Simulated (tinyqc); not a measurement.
Pair of shallow donors (hydrogen-like orbitals): one step. Distance and integrals. Three cases, with inputs chosen for the exercise.

Question. Give Ha*, R, x, S, j, k and v.

Each donor has the orbital exp(-r/a); energy unit Ha* = q/(eps a), q = e^2/(4 pi eps0), so that a lone donor is bound by Ha*/2; x = R/a. One electron: S = (1 + x + x^2/3) exp(-x), j = 1/x - (1 + 1/x) exp(-2x), k = (1 + x) exp(-x); levels E(+/-) = -1/2 - (j +/- k)/(1 +/- S) in Ha*, without the repulsion of the ions, split by D = |E(-) - E(+)|. In six valleys the overlaps S and k are multiplied by v = [cos(K Rx) + cos(K Ry) + cos(K Rz)]/3, K = k0 (2 pi/a_lat), for isotropic envelopes and the symmetric valley state.

Constants: e^2/(4 pi eps0) = 14.39964547 eV angstrom.

Case 1.

Values chosen (near those of two donors in Si; shifted at random, so the results belong to these values and not to a real crystal):
- a = 16 angstrom (orbital radius)
- eps = 11.5 (dielectric constant)
- n = (20.5, 0.5, 0) a_lat (separation vector)
- a_lat = 5.431 angstrom (lattice constant)
- k0 = 0.855 2 pi/a_lat (valley position)

Case 2.

Values chosen (near those of two donors in Si; shifted at random, so the results belong to these values and not to a real crystal):
- a = 18.2 angstrom (orbital radius)
- eps = 11.1 (dielectric constant)
- n = (14.5, 0.5, 0) a_lat (separation vector)
- a_lat = 5.431 angstrom (lattice constant)
- k0 = 0.858 2 pi/a_lat (valley position)

Case 3.

Values chosen (near those of two donors in Si; shifted at random, so the results belong to these values and not to a real crystal):
- a = 17.9 angstrom (orbital radius)
- eps = 11.3 (dielectric constant)
- n = (7.5, 7.5, 0) a_lat (separation vector)
- a_lat = 5.431 angstrom (lattice constant)
- k0 = 0.851 2 pi/a_lat (valley position)

Give: Ha*; R; x; S, j, k; v.

Answer.

Case 1.

Ha* = 78.259 meV
R = 111.37 angstrom
x = 6.9605

S, j, k: 0.02287  0.14367  0.00755

v = -0.2944

Case 2.

Ha* = 71.278 meV
R = 78.80 angstrom
x = 4.3295

S, j, k: 0.15253  0.23076  0.07021

v = -0.2781

Case 3.

Ha* = 71.190 meV
R = 57.60 angstrom
x = 3.2181

S, j, k: 0.30704  0.30864  0.16885

v = -0.1598

Computed by tinyqc, one run a case: `OMP_NUM_THREADS=1 python tinyqc.py N N+1 out.jsonl` with N = 1251656, 1251934, 1252285; one thread of a shared Intel(R) Xeon(R) Processor @ 2.30GHz, about 0.01 s a run at most.
